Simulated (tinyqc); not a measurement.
What each parameter does: linear model of a band gap against the share of exact exchange.

E(alpha) = E0 + S alpha. A wider gap screens less, modelled in the Penn form eps(alpha) = 1 + (e0 - 1)(EP/(EP + S alpha))^2 with a scale EP chosen for the exercise. A dielectric-dependent hybrid takes alpha = 1/eps.

Inputs chosen for the exercise (of the order of those of InP; the results hold for these values, not for the real material): E0 = 0.67 eV (gap of the semi-local functional); S = 6.01 eV (slope dE/d(alpha)); e0 = 10.56 (optical dielectric constant at alpha = 0); EP = 11 eV (energy scale of the screening).

Fixed point alpha = 1/eps(alpha), gap and eps there.

One parameter was then changed.

Results before and after:

| case | alpha | E (eV) | eps |
|---|---|---|---|
| base | 0.1047 | 1.299 | 9.554 |
| changed | 0.1047 | 1.232 | 9.554 |

Which of these changes was made? (a) e0 = 11.616; (b) EP = 9.9 eV; (c) S = 5.409 eV; (d) E0 = 0.603 eV.
Answer: (d) E0 = 0.603 eV. Of the candidates, run in turn, only this one gives the changed row.

All candidates:

| case | alpha | E (eV) | eps |
|---|---|---|---|
| base | 0.1047 | 1.299 | 9.554 |
| E0 = 0.603 eV | 0.1047 | 1.232 | 9.554 |
| S = 5.409 eV | 0.1036 | 1.230 | 9.656 |
| e0 = 11.616 | 0.0943 | 1.237 | 10.601 |
| EP = 9.9 eV | 0.1059 | 1.307 | 9.440 |

Computed by tinyqc, a small Python program: `OMP_NUM_THREADS=1 python tinyqc.py 1880857 1880858 out.jsonl` (the numbers bound the seed that draws the inputs); one thread of a shared host (Intel(R) Xeon(R) Processor @ 2.30GHz), about 0.01 s for the whole set of steps.
